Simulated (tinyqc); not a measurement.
# Input admittance of a MOSFET at zero drain bias: distributed channel and distributed gate: what changes with what

Source and drain grounded, strong inversion, w = 2 pi f, Cox = eps0 eox/tox. The channel is an RC line of resistance 1/(mu Cox Vo) per square fed from both ends, so one finger has the intrinsic admittance y = i w Cox L tanh(g)/g per width, g = (1/2) sqrt(i w tau), tau = L^2/(mu Vo). The vertical resistance rv/L is in series with y, the overlaps 2 i w Cov in parallel: y_t = 1/(1/y + rv/L) + 2 i w Cov. The gate strip is a line of Rsh/L per length loaded by y_t, so a finger has Y = y_t Wf tanh(k)/k, k = (Wf/sd) sqrt(y_t Rsh/L); the device has Nf Y.

Parameters, values chosen for the exercise; values of the order met in silicon radio-frequency transistors:

| symbol | value | unit | meaning |
|---|---|---|---|
| eox | 3.9 |  | relative permittivity of the gate insulator (close to silicon dioxide) |
| tox | 1.7 | nm | insulator thickness |
| L | 0.91 | um | channel length |
| Wf | 14 | um | finger width |
| Nf | 64 |  | number of fingers |
| mu | 110 | cm^2/(V s) | channel mobility |
| Vo | 0.73 | V | gate overdrive |
| Rsh | 33 | ohm/square | sheet resistance of the gate |
| rv | 4.9 | ohm um^2 | vertical resistivity of the gate stack |
| sd | 2 |  | number of ends at which a finger is contacted |
| Cov | 0.2 | fF/um | overlap and fringe capacitance on each side |
| f | 0.73 | GHz | frequency |

Constants: eps0 = 8.8541878128e-14 F/cm where lengths are in cm. Results are converted to the units shown.

Each table varies one quantity; the others keep the values above.

## Input impedance against frequency

Low-frequency limits, with c = Cox L and ct = c + 2 Cov: R_strip = Rsh Wf/(3 sd^2 L Nf), R_ch = (c/ct)^2 L/(12 mu Cox Vo Wf Nf), R_vert = (c/ct)^2 rv/(L Wf Nf), C = ct Wf Nf. Z = 1/(Nf Y) = R + 1/(i w C), Q = |Im Z|/R, far-point signal |1/cosh k|.

The same in every row: low-frequency R (ohm) = 1.1640.

Input impedance against frequency:

| f (GHz) | w tau | \|k\| | R (ohm) | C (fF) | Q | signal at the far point |
|---|---|---|---|---|---|---|
| 0.007 | 0.0045357 | 0.038417 | 1.1640 | 16920 | 1154.4 | 1.0000 |
| 0.02 | 0.012959 | 0.064937 | 1.1640 | 16920 | 404.06 | 1.0000 |
| 0.05 | 0.032398 | 0.10267 | 1.1640 | 16920 | 161.62 | 0.99998 |
| 0.1 | 0.064796 | 0.14520 | 1.1639 | 16920 | 80.813 | 0.99991 |
| 0.4 | 0.25918 | 0.29036 | 1.1638 | 16916 | 20.210 | 0.99851 |
| 1 | 0.64796 | 0.45870 | 1.1632 | 16893 | 8.0996 | 0.99081 |
| 3 | 1.9439 | 0.78811 | 1.1573 | 16685 | 2.7474 | 0.92653 |
| 8 | 5.1837 | 1.2259 | 1.1275 | 15580 | 1.1325 | 0.69943 |
| 20 | 12.959 | 1.6329 | 1.0547 | 12360 | 0.61043 | 0.45346 |

R falls from 1.16 to 1.05 ohm and C falls from 16900 to 12400 fF. Q goes as f^(-1.00) between the first two rows and f^(-0.67) between the last two, where w tau = 13.0 and |k| = 1.63. The low-frequency limits hold both R and C within 5 % up to f = 3 GHz among the rows.

## Effect of the channel length

Same model as above.

Effect of the channel length:

| L (um) | w tau | \|k\| | R (ohm) | low-frequency R (ohm) | C (fF) | Q | signal at the far point |
|---|---|---|---|---|---|---|---|
| 0.03 | 5.141e-4 | 0.4995 | 20.12 | 20.12 | 903.2 | 12.00 | 0.9948 |
| 0.058 | 0.001922 | 0.4492 | 10.44 | 10.44 | 1413 | 14.78 | 0.9966 |
| 0.11 | 0.006912 | 0.4215 | 5.548 | 5.550 | 2359 | 16.66 | 0.9973 |
| 0.22 | 0.02765 | 0.4051 | 2.860 | 2.861 | 4360 | 17.48 | 0.9976 |
| 0.42 | 0.1008 | 0.3971 | 1.662 | 1.663 | 7998 | 16.40 | 0.9973 |
| 0.8 | 0.3656 | 0.3928 | 1.193 | 1.193 | 1.491e4 | 12.26 | 0.9957 |
| 1.6 | 1.462 | 0.3885 | 1.268 | 1.270 | 2.937e4 | 5.853 | 0.9892 |
| 3 | 5.141 | 0.3681 | 1.872 | 1.891 | 5.297e4 | 2.199 | 0.9738 |

What does the comparison show?

As L goes from 0.03 to 3, R goes from 20.1 through a minimum of 1.19 (at L = 0.8 among the rows listed) to 1.87 ohm, C rises from 903 to 53000 fF and Q goes from 12.0 through a maximum of 17.5 (at L = 0.22 among the rows listed) to 2.20. R_strip falls as 1/L while R_ch grows with L, which gives the minimum of R.

Computed by the program tinyqc: `OMP_NUM_THREADS=1 python tinyqc.py 2262134 2262135 out.jsonl`, one thread of a shared Intel Xeon 2.30GHz, about 0.01 s for the whole run.
